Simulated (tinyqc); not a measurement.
# Surface photovoltage measurement of the minority-carrier diffusion length in a wafer, step by step

A worked calculation. Computed by tinyqc, a small Python program that keeps every step. Command: `OMP_NUM_THREADS=1 python tinyqc.py 3130094 3130095 out.jsonl spv walk`. One thread of a shared host (Intel(R) Xeon(R) Processor @ 2.30GHz), about 0.01 s of CPU time with the checks. Intermediate numbers are printed to about 5 digits and carried at full precision; extremes and crossings named in words are read from the listed rows.

Low injection, steady light, a depletion layer much thinner than 1/alpha and L. The excess density dn is taken at the front edge of the neutral region; light that reaches the back is lost.

Inputs (values chosen for the exercise, modelled on p-type silicon at room temperature):

| quantity | value | unit |
|---|---|---|
| diffusion length L | 93 | micrometre |
| wafer thickness W | 300 | micrometre |
| diffusivity D | 26.8 | cm^2/s |
| front recombination velocity S_f | 67000 | cm/s |
| back recombination velocity S_b | 310000 | cm/s |
| photon flux entering | 4.5e+12 | 1/(cm^2 s) |
| minority density at the surface barrier scale n_0 | 7e+08 | 1/cm^3 |
| temperature T | 298 | K |
| wavelength | 866 | nm |
| relative noise of each reading | 0 | % |
| diffusion length after pair splitting over L | 0.51 | - |
| iron factor C | 1.03e+16 | micrometre^2/cm^3 |

Constants: k_B = 8.617333262e-05 eV/K.

## One wavelength

alpha = (84.732/lambda - 76.417)^2 per cm with lambda in micrometre (an empirical fit for silicon between 0.7 and 1.05 micrometre). Thick wafer: dn = Phi L/((S_f + D/L)(L + 1/alpha)). Finite wafer, with s = S_b L/D, w = W/L, a = alpha L: dn = [Phi a/(a^2 - 1)] [a - B - exp(-alpha W)(a - s)/(cosh w + s sinh w)]/(S_f + B D/L), B = (sinh w + s cosh w)/(cosh w + s sinh w). Photovoltage V = (k_B T/e) ln(1 + dn/n_0). Lifetime = L^2/D.

alpha = 459.07 1/cm

penetration depth 1/alpha = 21.783 micrometre

dn, thick wafer = 5.2174e+07 1/cm^3

B = 1.0031

dn, finite wafer = 5.2118e+07 1/cm^3

photovoltage V = 1.8441 mV

lifetime = 3.2272 microsecond

## The linear plot

normal deviates g for the noise: -0.02  2.86  -1.49  -0.92  1.70  0.49  -1.06

Readings y = (Phi/dn) (1 + noise x g) at 780, 830, 880, 920, 950, 975 and 995 nm; a least-squares line y = c (1/alpha + L_app) gives L_app = intercept/slope.

Readings:

| lambda (nm) | 1/alpha (micrometre) | y (cm/s) | line (cm/s) |
|---|---|---|---|
| 780 | 9.64 | 7.7160e+04 | 7.6884e+04 |
| 830 | 15.18 | 8.1345e+04 | 8.1172e+04 |
| 880 | 25.33 | 8.9030e+04 | 8.9032e+04 |
| 920 | 40.66 | 1.0068e+05 | 1.0090e+05 |
| 950 | 61.28 | 1.1651e+05 | 1.1686e+05 |
| 975 | 90.92 | 1.3957e+05 | 1.3980e+05 |
| 995 | 130.89 | 1.7110e+05 | 1.7074e+05 |

slope = 774.09 cm/(s micrometre)

apparent length L_app = 89.686 micrometre

error of L_app (rounded to 0.001) = -3.564 %

Without noise the error would be -3.6 %, from the finite thickness at W/L = 3.2. S_f scales all readings alike and leaves L_app unchanged.

## Where the wafer is too thin

No noise; L is varied at fixed W, and the last two columns set S_b to 0 and to 1e7 cm/s.

Apparent length (micrometre):

| L | W/L | given S_b | S_b = 0 | S_b = 1e7 |
|---|---|---|---|---|
| 15 | 20.000 | 15.00 | 15.00 | 15.00 |
| 30 | 10.000 | 30.00 | 30.00 | 30.00 |
| 60 | 5.000 | 59.71 | 60.12 | 59.70 |
| 90 | 3.333 | 87.17 | 91.49 | 87.13 |
| 150 | 2.000 | 127.93 | 163.54 | 127.75 |
| 240 | 1.250 | 159.17 | 292.81 | 158.79 |
| 390 | 0.769 | 178.14 | 510.88 | 177.60 |
| 630 | 0.476 | 186.85 | 759.67 | 186.22 |
| 1200 | 0.250 | 191.13 | 993.41 | 190.45 |

With a fast back surface L_app levels off, at 190 micrometre in the last row; with a passive one it reaches up to 1.31 times L among these rows and is 993 in the last. All three columns are within 5 % of L down to W/L = 3.3.

## Iron from two lengths

Splitting iron-boron pairs in boron-doped silicon shortens L; with nothing else changing, [Fe] = C (1/L_after^2 - 1/L^2). It is evaluated with the true lengths and with the apparent ones (without noise), which differ when the wafer is not thick against L.

L_after = 47.43 micrometre

[Fe] from the true lengths = 3.3877e+12 1/cm^3

[Fe] from the apparent lengths = 3.3087e+12 1/cm^3

bias, apparent over true less 1 (rounded to 0.001) = -2.332 %

Checks made by the program: dn against a finite-difference solution (relative difference 2e-06).
